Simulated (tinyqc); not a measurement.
Worked calculation: tight binding, kagome lattice. Computed by tinyqc, a small Python program that keeps every step. Settings: t1 = 0.72, t2 = 1.11, delta = -0.8, bands filled = 2. Command: `OMP_NUM_THREADS=1 python tinyqc.py 20686 20687 out.jsonl` (the two numbers bound the seeds that draw the settings). One thread of a shared host (Intel(R) Xeon(R) Processor @ 2.60GHz), about 0.01 s of CPU time with the checks.

## Bloch Hamiltonian at k

Parameters chosen for this model:
```
parameter      value                unit
t1          0.720000    eV, up triangles
t2          1.110000  eV, down triangles
delta      -0.800000        eV on site C
```

k point k (fractions of the reciprocal vectors): [0.320000, 0.470000]

H_AB = -t1 - t2 exp(-i k.a1), H_AC = -t1 - t2 exp(-i k.a2), H_BC = -t1 - t2 exp(i k.(a1 - a2)), H_CC = delta.

H(k) at k (eV), order A, B, C:
$$\begin{pmatrix}
0.000000 & -0.247385+1.004358i & 0.370339+0.207993i \\
-0.247385-1.004358i & 0.000000 & -1.372442+0.898009i \\
0.370339-0.207993i & -1.372442-0.898009i & -0.800000
\end{pmatrix}$$

## Levels at k

Diagonalise the Hermitian matrix.

eigenvalues (eV): [-2.447650, 0.058202, 1.589448]

weights |c|^2 of the basis functions, order A, B, C:
$$\begin{pmatrix}
0.132741 & 0.688041 & 0.179218 \\
0.380814 & 0.034001 & 0.585185 \\
0.486445 & 0.277958 & 0.235597
\end{pmatrix}$$

## Bloch Hamiltonian at K

k point K (fractions of the reciprocal vectors): [0.333333, 0.666667]

As before.

H(k) at K (eV), order A, B, C:
$$\begin{pmatrix}
0.000000 & -0.165000+0.961288i & -0.165000-0.961288i \\
-0.165000-0.961288i & 0.000000 & -0.165000+0.961288i \\
-0.165000+0.961288i & -0.165000-0.961288i & -0.800000
\end{pmatrix}$$

## Levels at K

As before.

eigenvalues (eV): [-1.854291, -0.557667, 1.611959]

weights |c|^2 of the basis functions, order A, B, C:
$$\begin{pmatrix}
0.223313 & 0.386195 & 0.390491 \\
0.223313 & 0.386195 & 0.390491 \\
0.553374 & 0.227609 & 0.219017
\end{pmatrix}$$

## Bands along a path

The same steps at evenly spaced points between the labelled ones.

Bands along the path (eV):
```
k             band 1     band 2    band 3
G          -3.953754   1.323754  1.830000
G-K 0.20   -3.800442   1.201691  1.798750
G-K 0.40   -3.369554   0.820129  1.749425
G-K 0.60   -2.748713   0.240087  1.708626
G-K 0.80   -2.108002  -0.358086  1.666087
K          -1.854291  -0.557667  1.611959
K-M 0.20   -1.966091  -0.413271  1.579362
K-M 0.40   -2.127417  -0.217033  1.544451
K-M 0.60   -2.270836  -0.040101  1.510937
K-M 0.80   -2.365701   0.080252  1.485448
M          -2.398614   0.122894  1.475720
M-K' 0.20  -2.365701   0.080252  1.485448
M-K' 0.40  -2.270836  -0.040101  1.510937
M-K' 0.60  -2.127417  -0.217033  1.544451
M-K' 0.80  -1.966091  -0.413271  1.579362
K'         -1.854291  -0.557667  1.611959
```

With 2 band(s) filled, the highest filled level on these points lies at G and the lowest empty one at M: a gap of 0.1520 eV, indirect.
